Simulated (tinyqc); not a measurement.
Valley-orbit splitting of a donor ground state, with strain: one step, computed by the program tinyqc. Command: `OMP_NUM_THREADS=1 python tinyqc.py 3031597 3031598 out.jsonl valleyorbit walk`. One thread of a shared host (Intel(R) Xeon(R) Processor @ 2.30GHz), about 0.01 s of CPU time with the checks.

The basis is the 1s envelope in each valley; energies are counted from the unstrained conduction-band edge. The strain is e_s (a a^T - 1/3) for the unit stress axis a, so valley j along n_j moves by Xi_u e_s w_j with w_j = (n_j.a)^2 - 1/3: +2/3 for [111], -2/9 for the others.

Problem. Levels without strain. By symmetry: E(A1) = E_0 + Lambda + 3 Delta_1 (one state), E(T2) = E_0 + Lambda - Delta_1 (three), as binding energies.

Inputs (values chosen for the exercise, modelled on donors in germanium): single-valley binding energy E_0 = 10.2 meV; central-cell shift Lambda = 0.48 meV; coupling Delta_1 = 0.082 meV.

Valleys: four along <111>. Stress axis: [111].

Give: E(A1); E(T2).

Solution.

E(A1) = 10.926 meV

E(T2) = 10.598 meV

Only A1 has all valley amplitudes in phase, so only it has weight at the nucleus.
